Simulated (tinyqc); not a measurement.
Inside a calculation. Method: UHF in the sto-3g basis, for BeH, spin multiplicity 2. This run ends on a higher stationary point, not on the lowest solution. One step of it, computed by the program tinyqc.

Task: Iteration 1: diagonalisation and new density. Diagonalise F' = X^T F X, C = X C', fill 3 alpha and 2 beta electrons from the bottom; D(s) = C_occ C_occ^T. Each column has its largest component positive (the first on a tie).

F(alpha) (hartree):
```
,1Be 1s,1Be 2s,1Be 2px,1Be 2py,1Be 2pz,2H 1s
1Be 1s,-5.763838,-1.439325,0.000000,0.000000,-0.014440,-0.279052
1Be 2s,-1.439325,-0.846256,0.000000,0.000000,0.094398,-0.221197
1Be 2px,0.000000,0.000000,-0.403419,0.184502,0.000000,0.000000
1Be 2py,0.000000,0.000000,0.184502,-0.325645,0.000000,0.000000
1Be 2pz,-0.014440,0.094398,0.000000,0.000000,-0.381667,-0.179983
2H 1s,-0.279052,-0.221197,0.000000,0.000000,-0.179983,-0.170126
```

F(beta) (hartree):
```
,1Be 1s,1Be 2s,1Be 2px,1Be 2py,1Be 2pz,2H 1s
1Be 1s,-5.749231,-1.417437,0.000000,0.000000,-0.014440,-0.274778
1Be 2s,-1.417437,-0.753992,0.000000,0.000000,0.094398,-0.201027
1Be 2px,0.000000,0.000000,-0.122476,-0.023728,0.000000,0.000000
1Be 2py,0.000000,0.000000,-0.023728,-0.132479,0.000000,0.000000
1Be 2pz,-0.014440,0.094398,0.000000,0.000000,-0.357418,-0.173392
2H 1s,-0.274778,-0.201027,0.000000,0.000000,-0.173392,-0.162706
```

X:
```
,1,2,3,4,5,6
1Be 1s,0.242438,0.790553,0.000000,0.000000,0.597932,0.191009
1Be 2s,-0.815152,-0.584699,0.000000,0.000000,0.447456,0.388795
1Be 2px,0.000000,0.000000,-0.400014,0.916509,0.000000,0.000000
1Be 2py,0.000000,0.000000,0.916509,0.400014,0.000000,0.000000
1Be 2pz,-0.858536,0.496495,0.000000,0.000000,-0.505462,0.376492
2H 1s,1.139944,-0.212308,0.000000,0.000000,-0.187882,0.520948
```

Give: F' = X^T F X; orbital energies; coefficients C; F' = X^T F X; orbital energies; coefficients C; D(alpha) after iteration 1; D(beta) after iteration 1.

Result:

F' = X^T F X (alpha) (hartree):
```
,1,2,3,4,5,6
1,-0.0873,-0.4180,0.0000,0.0000,-0.3484,-0.0442
2,-0.4180,-2.6521,0.0000,0.0000,-2.2987,-1.0705
3,0.0000,0.0000,-0.4734,0.1540,0.0000,0.0000
4,0.0000,0.0000,0.1540,-0.2557,0.0000,0.0000
5,-0.3484,-2.2987,0.0000,0.0000,-3.0721,-1.2305
6,-0.0442,-1.0705,0.0000,0.0000,-1.2305,-0.8424
```

orbital energies (alpha) (hartree): MO1 -5.7646, MO2 -0.5763, MO3 -0.5531, MO4 -0.3329, MO5 -0.1760, MO6 0.0197

coefficients C (alpha):
```
,MO1,MO2,MO3,MO4,MO5,MO6
1Be 1s,1.0031,-0.2289,0.0000,-0.1160,0.0000,0.0759
1Be 2s,-0.0125,0.9367,0.0000,0.4291,0.0000,-0.5440
1Be 2px,0.0000,0.0000,0.7766,0.0000,0.6300,0.0000
1Be 2py,0.0000,0.0000,-0.6300,0.0000,0.7766,0.0000
1Be 2pz,0.0018,-0.4423,0.0000,0.8052,0.0000,-0.7327
2H 1s,0.0022,-0.0582,0.0000,0.1440,0.0000,1.2756
```

F' = X^T F X (beta) (hartree):
```
,1,2,3,4,5,6
1,-0.0543,-0.4020,0.0000,0.0000,-0.3659,-0.0758
2,-0.4020,-2.6232,0.0000,0.0000,-2.3224,-1.0863
3,0.0000,0.0000,-0.1135,-0.0198,0.0000,0.0000
4,0.0000,0.0000,-0.0198,-0.1415,0.0000,0.0000
5,-0.3659,-2.3224,0.0000,0.0000,-3.0333,-1.2090
6,-0.0758,-1.0863,0.0000,0.0000,-1.2090,-0.8077
```

orbital energies (beta) (hartree): MO1 -5.7504, MO2 -0.5044, MO3 -0.2961, MO4 -0.1517, MO5 -0.1032, MO6 0.0324

coefficients C (beta):
```
,MO1,MO2,MO3,MO4,MO5,MO6
1Be 1s,1.0040,-0.2083,-0.1361,0.0000,0.0000,0.0885
1Be 2s,-0.0165,0.8639,0.5052,0.0000,0.0000,-0.5966
1Be 2px,0.0000,0.0000,0.0000,0.6300,0.7766,0.0000
1Be 2py,0.0000,0.0000,0.0000,0.7766,-0.6300,0.0000
1Be 2pz,0.0014,-0.5549,0.7019,0.0000,0.0000,-0.7618
2H 1s,0.0033,-0.0432,0.2110,0.0000,0.0000,1.2668
```

D(alpha) after iteration 1:
```
,1Be 1s,1Be 2s,1Be 2px,1Be 2py,1Be 2pz,2H 1s
1Be 1s,1.0585,-0.2270,0.0000,0.0000,0.1031,0.0155
1Be 2s,-0.2270,0.8777,0.0000,0.0000,-0.4144,-0.0545
1Be 2px,0.0000,0.0000,0.6031,-0.4893,0.0000,0.0000
1Be 2py,0.0000,0.0000,-0.4893,0.3969,0.0000,0.0000
1Be 2pz,0.1031,-0.4144,0.0000,0.0000,0.1957,0.0257
2H 1s,0.0155,-0.0545,0.0000,0.0000,0.0257,0.0034
```

D(beta) after iteration 1:
```
,1Be 1s,1Be 2s,1Be 2px,1Be 2py,1Be 2pz,2H 1s
1Be 1s,1.0514,-0.1965,0.0000,0.0000,0.1170,0.0123
1Be 2s,-0.1965,0.7465,0.0000,0.0000,-0.4794,-0.0374
1Be 2px,0.0000,0.0000,0.0000,0.0000,0.0000,0.0000
1Be 2py,0.0000,0.0000,0.0000,0.0000,0.0000,0.0000
1Be 2pz,0.1170,-0.4794,0.0000,0.0000,0.3079,0.0240
2H 1s,0.0123,-0.0374,0.0000,0.0000,0.0240,0.0019
```
